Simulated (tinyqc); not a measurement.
Three regimes over temperature: precursor delivery and alloy composition in metal-organic vapour-phase epitaxy. Computed by tinyqc, a small Python program. Command: `OMP_NUM_THREADS=1 python tinyqc.py 3004353 3004354 out.jsonl movpe walk`. One thread of a shared host (Intel(R) Xeon(R) Processor @ 2.30GHz), about 0.01 s of CPU time with the checks.

Carrier gas leaves each bubbler saturated. Group-III species cross a boundary layer and react at the surface; element 2 can also desorb. The film is (1)_(1-x) (2)_x V with a zinc-blende cell.

Inputs (values chosen for the exercise, close to those used for AlGaAs from TMAl and TEGa):
```
quantity                                   value      unit
source 1: a in log10(p/torr) = a - b/T      8.22         -
source 1: b                                 2134         K
source 1: bath temperature                    19         C
source 1: carrier flow                        29      sccm
source 2: a                                 8.08         -
source 2: b                                 2162         K
source 2: bath temperature                    15         C
source 2: carrier flow                        12      sccm
bubbler pressure p_b                         600      torr
group-V hydride flow                          52      sccm
total flow                                    14       slm
reactor pressure p                            75      torr
diffusivity D0 at 273.15 K and 760 torr     0.38    cm^2/s
boundary layer delta                        0.93        cm
prefactor of the surface rate k_s        3.5e+13      cm/s
energy of k_s                               1.92        eV
prefactor of the loss of element 2       2.2e+17  layers/s
energy of the loss                          3.59        eV
lattice constant a                         5.655  angstrom
```

Constants: k_B = 1.380649e-23 J/K; k_B = 8.617333262e-05 eV/K.

Method:
- Temperatures in kelvin are T(C) + 273.15.
- Vapour pressure p_v = 10^(a - b/T); precursor flow = carrier flow x p_v/(p_b - p_v); 1 sccm = 44.615 micromol/min; V/III = hydride flow over the sum of both; gas share x_g = F2/(F1 + F2).
- Partial pressure p_i = p F_i/(44615 x total flow in slm); density n_i = p_i/(k_B T), 1 torr = 133.322 Pa; D = D0 (T/273.15)^1.75 (760/p), h = D/delta, the same for both; k_s = prefactor x exp(-energy/(k_B T)); arrival J_i = n_i/(1/h + 1/k_s); in layers per second g_i = J_i a^2/2 (two group-III sites per a^2 on (001)).
- Loss of element 2 is r x with r = prefactor x exp(-energy/(k_B T)). Then x = (g2 - r x)/(g1 + g2 - r x), or r x^2 - (g1 + g2 + r) x + g2 = 0, smaller root; growth rate G = g1/(1 - x) layers/s; one layer is a/2 thick, 1 angstrom/s = 0.36 um/h.

molar flows (micromol/min): F1 17.9995, F2 3.39012

gas share x_g = 0.158494

Growth:
```
T (C)       k_s/h  r (layers/s)        x  G (um/h)
450    6.4003e-02    2.1037e-08  0.15849    0.0764
500    4.1758e-01    8.7299e-07  0.15849    0.3933
550    2.1544e+00    2.3039e-05  0.15849    0.9558
600    9.1552e+00    4.1795e-04  0.15845    1.3187
650    3.3081e+01    5.5391e-03  0.15799    1.4795
700    1.0424e+02    5.6289e-02  0.15375    1.5628
750    2.9234e+02    4.5603e-01  0.12712    1.5829
800    7.4176e+02    3.0401e+00  0.05852    1.5241
850    1.7261e+03    1.7117e+01  0.01478    1.5082
```

G peaks at 750 C among these rows. Between the first rows the apparent energy is 1.58 eV, against 1.92 eV for k_s, as control is already mixed; k_s passes h between 500 and 550 C, well above which G depends weakly on T until desorption sets in. Among these rows x stays within 2 % of x_g up to 650 C and then falls, to 0.015 in the last row, as element 2 desorbs. Caution: trimethylaluminium is largely a dimer in the vapour, which would double its metal flow; it is counted as a monomer here. Caution: in these rows, too, a is fixed and both precursors share one D and k_s.

Extremes, crossings and ranges named in words are read from the listed rows.
